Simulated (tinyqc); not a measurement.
Nanosheet or nanowire with hard walls, valleys of the Ge type: sweeps and comparisons. A value that a table varies takes the place of the one given here.

Four ellipsoidal valleys along <111>: inverse mass tensor w = 1/mt + (1/ml - 1/mt) a a^T with a the unit axis. Device axes: x along the channel, z = [001], y = z x x. The Gamma and Delta valleys are left out; the heavy Delta valleys, about 0.18 eV up, lie lowest once the L levels pass about 0.2 eV.

Hard walls around a W x H rectangle. The block w_c of w in (y, z) confines; the transport mass follows from 1/m_x = w_xx - w_xc w_c^-1 w_cx. The cross-section problem c (w_yy ky^2 + 2 w_yz ky kz + w_zz kz^2), c = hbar^2/2m0, is solved in products sin(n pi y/W) sin(l pi z/H), n, l = 1 to 12; if w_yz = 0 the levels are c pi^2 (w_yy n^2/W^2 + w_zz l^2/H^2). The w_yz term couples (n, l) to (n', l') by -2 c w_yz D_nn'(W) D_ll'(H) with D_nm(L) = 4 n m/(L (n^2 - m^2)) for n + m odd and 0 otherwise.

Without degeneracy the line density is N1 exp((EF - Ec)/kB T) with N1 = sum 2 g sqrt(m_x kB T/(4 pi c)) exp(-E/kB T), here over n, l up to 80 where w_yz = 0 and over all levels of a 12 x 12 sine basis otherwise; the classical value is W H Nc with Nc = 2 g_all (m_dos kB T/(4 pi c))^(3/2), m_dos = (ml mt^2)^(1/3); dVt = kB T ln(W H Nc/N1).

Constants: hbar^2/2m0 = 3.80998211 eV angstrom^2; kB = 8.617333262e-05 eV/K.

Parameters, chosen for this exercise (near those of Ge; the results hold for these values, not for the real material): ml = 1.594 m0 (longitudinal mass); mt = 0.083 m0 (transverse mass); T = 350 K (temperature); g_all = 4 (number of valleys); channel = 100 (transport direction x on a (001) wafer); H = 54 angstrom (height, along z = [001]); Ws = (25, 35, 45, 60, 80, 100, 130) angstrom (widths); W = 45 angstrom (width, along y).

## From wire to sheet

Valleys:
```
group  valleys g     w_yy     w_zz   |w_yz|  m_x (m0)
A              4  8.24125  8.24125  3.80695   0.58667
```

Lowest level of each group (groups ordered by w_zz, then w_yy) and dVt against the width.

Results:
```
W (angstrom)  A1 (eV)  dVt (mV)
25             0.5860     521.1
35             0.3456     290.9
45             0.2479     200.8
60             0.1837     145.2
80             0.1486     118.3
100            0.1329     107.6
130            0.1217     100.2
```

How do the results move?

dVt falls from 521 to 100 mV. All valleys stay equivalent. At the widest W the lowest level is 0.1217 eV; the film limit c pi^2 w_zz/H^2 of that group is 0.1063 eV.

## Channel direction

The same rectangle along [100] and [110]; groups ordered by w_zz, then w_yy.

Lowest level of each group:
```
channel, group  valleys g    w_yy   w_zz  |w_yz|  m_x (m0)  E (eV)
[100] A                 4   8.241  8.241   3.807     0.587  0.2479
[110] A                 2   4.434  8.241   5.384     0.083  0.1464
[110] B                 2  12.048  8.241   0.000     1.090  0.3300
```

What can be read from the table?

The lowest subband has m_x = 0.587 m0 and 4 valleys along [100], and 0.083 m0 and 2 valleys along [110]; its edge lies at 0.2479 and 0.1464 eV. At equal energy above the edge the carriers of the [110] channel are faster by a factor 2.66.

## What each parameter does

E1 and E2 are the two lowest subband edges over all groups. Each row changes one parameter from the base and keeps the others.

Results:
```
case             E1 (eV)  E2 - E1 (meV)  m_x of lowest (m0)  dVt (mV)
base              0.2479          260.2               0.587     200.8
W = 60 angstrom   0.1837          204.2               0.587     145.2
H = 62 angstrom   0.2241          202.6               0.587     181.0
T = 400 K         0.2479          260.2               0.587     198.6
ml = 1.753 m0     0.2472          258.8               0.640     200.2
mt = 0.091 m0     0.2269          238.6               0.592     182.3
```

How do the results move?

The largest shifts from the base row, up to three for each result and ties (the steps differ in size, so this ranks the rows, not the parameters). E1 (eV): W -0.0642, H -0.0239, mt -0.0211; unchanged at the printed digits by T. E2 - E1 (meV): H -57.5, W -56.0, mt -21.5; unchanged at the printed digits by T. m_x of lowest (m0): ml +0.053, mt +0.005; unchanged at the printed digits by W, H and T. dVt (mV): W -55.6, H -19.7, mt -18.4.

(tinyqc, `OMP_NUM_THREADS=1 python tinyqc.py 1252349 1252350 out.jsonl`, Intel(R) Xeon(R) Processor @ 2.30GHz, 1 thread, shared host, about 0.1 s.)
